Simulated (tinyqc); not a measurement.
Margin needed against array size.

Cells fail independently with probability Q(k) = erfc(k/sqrt(2))/2 when the margin is k standard deviations, and Y = exp(-Nb Q(k)). phi = exp(-k^2/2)/sqrt(2 pi).  k solves Y = exp(-Nb Q(k)); the estimate is sqrt(2 ln(Nb/(-ln Y))).

Inputs (values chosen for the exercise): wanted yield Y = 0.999.

Results:
```
Nb,allowed Q,k,estimate
1024,9.771e-7,4.758,5.261
16384,6.107e-8,5.290,5.764
262144,3.817e-9,5.776,6.226
4194304,2.385e-10,6.226,6.657
67108864,1.491e-11,6.647,7.061
17179869184,5.824e-14,7.421,7.807
```

Estimate the missing row, Nb = 1073741824.

Computed row:
```
Nb,allowed Q,k,estimate
1073741824,9.318e-13,7.044,7.443
```

With this row back in the table: A 1.68e7-fold larger array raises k only from 4.76 to 7.42; the last factor of 16 costs 0.38 standard deviations. The estimate, which drops the factor 1/(k sqrt(2 pi)) of the tail, is 11 % above k in the first row and 5.2 % above it in the last.

Numbers from tinyqc (`OMP_NUM_THREADS=1 python tinyqc.py 2090045 2090046 out.jsonl`; about 0.01 s on one thread of a shared Intel Xeon 2.30GHz).
